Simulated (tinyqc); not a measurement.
p-n diode with diffusion and depletion-layer recombination: one step of the calculation.

Abrupt junction in the depletion approximation, low injection, full ionisation, neutral widths fixed, ohmic contact on the p side. Vj is the junction voltage; where a series resistance Rs is given, V = Vj + J Rs is the terminal voltage.

Question. New Vj. Diffusion current alone: J = J0 (exp(Vj/Vt) - 1), g = Vj + J Rs - V, g' = 1 + Rs J0 exp(Vj/Vt)/Vt, Vj(new) = Vj - g/g'.

Parameters, values chosen for the exercise; band and dielectric values close to those of indium phosphide: temperature T = 300 K; series resistance Rs = 0.018 ohm cm^2; terminal voltage V = 1.01 V.

Constants: q = 1.602176634e-19 C, kB = 1.380649e-23 J/K, Vt = kB T/q. Results are converted to the units shown.

Vj at the start = 1.01 V
J0 = J0n + J0p = 1.3457769e-17 A/cm^2

Give: J; g; g'; Vj after iteration 1.

Answer.

J = 1.248 A/cm^2
g = 0.02246 V
g' = 1.869
Vj after iteration 1 = 0.9980 V

tinyqc, about 0.01 s, one thread, Intel Xeon 2.30GHz (shared host): `OMP_NUM_THREADS=1 python tinyqc.py 2260054 2260055 out.jsonl`
